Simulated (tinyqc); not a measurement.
# Changing the process gas flow

Model: gas flow in a process chamber: flow regimes, conductance, effective pumping speed, pump-down, outgassing and purge. Computed by tinyqc, a small Python program. Command: `OMP_NUM_THREADS=1 python tinyqc.py 3121561 3121562 out.jsonl pump sweep`. One thread of a shared host (Intel(R) Xeon(R) Processor @ 2.30GHz), about 0.01 s of CPU time with the checks.

Ideal gas, isothermal flow, a pump of constant speed at the end of a round pipe; process gas, volume gas and outgassing are given the same properties. 1 sccm = 101325 Pa x 1e-6 m^3/60 s x T/273.15 K.

Inputs (values chosen for the exercise, modelled on nitrogen near room temperature):
```
quantity            value           unit
molar mass M        28.01          g/mol
molecular diameter   0.37             nm
viscosity eta        17.8  micropascal s
temperature T         293              K
chamber volume V       16              L
pipe diameter d         4             cm
pipe length l         260             cm
pump speed S          9.9            L/s
```

Constants: k_B = 1.380649e-23 J/K; u = 1.6605390666e-27 kg.

Method:
- Mean speed c = sqrt(8 k_B T/(pi m)); aperture conductance C_a = c pi d^2/16; molecular pipe C_m = C_a/(1 + 3 l/(4 d)) (Dushman form); viscous pipe C_v = pi d^4 p_mean/(128 eta l); Knudsen interpolation C = C_v + C_m (1 + x)/(1 + 1.24 x), x = d p_mean sqrt(m/(k_B T))/eta.
- Effective speed 1/S_eff = 1/S + 1/C_m; time constant V/S_eff; pressure at which the free path k_B T/(sqrt2 pi d_m^2 p) equals d.
- Steady flow: the pump inlet is at p_2 = Q/S, and the chamber pressure p_1 solves Q = C((p_1 + p_2)/2) (p_1 - p_2). Residence time = p_1 V/Q.
- Knudsen number = free path at the mean pressure over d.

One run for each value:
```
process gas flow (sccm)  chamber pressure p_1 (Pa)  conductance C (L/s)  Knudsen number  residence time (s)
0.1                                     8.1744e-02           2.8551e+00      3.3241e+00              7.2201
0.3                                     2.4635e-01           2.8385e+00      1.1039e+00              7.2530
1                                       7.5953e-01           3.1419e+00      3.5283e-01              6.7086
3                                       1.8776e+00           4.0900e+00      1.3704e-01              5.5282
10                                      4.5225e+00           6.7272e+00      5.2351e-02              3.9945
30                                      9.7515e+00           1.2750e+01      2.1819e-02              2.8710
100                                     2.4107e+01           3.1184e+01      7.8423e-03              2.1292
300                                     6.1565e+01           8.1452e+01      2.8555e-03              1.8126
1000                                    1.9006e+02           2.5563e+02      8.9145e-04              1.6788
3000                                    5.5615e+02           7.5255e+02      3.0092e-04              1.6374
10000                                   1.8370e+03           2.4915e+03      9.0691e-05              1.6226
```

Over the rows, chamber pressure p_1 (Pa) rises from 0.0817 to 1840 (exponent d ln y / d ln x between 0.70 and 1.0); conductance C (L/s) goes from 2.86 through a minimum among these rows, 2.84 at 0.300, to 2490; Knudsen number falls from 3.32 to 9.07e-5 (exponent d ln y / d ln x between -1.0 and -0.80). At the low end the exponent of chamber pressure p_1 is 1.00, close to 1: constant speed and conductance.

Extremes, crossings and ranges named in words are read from the listed rows.
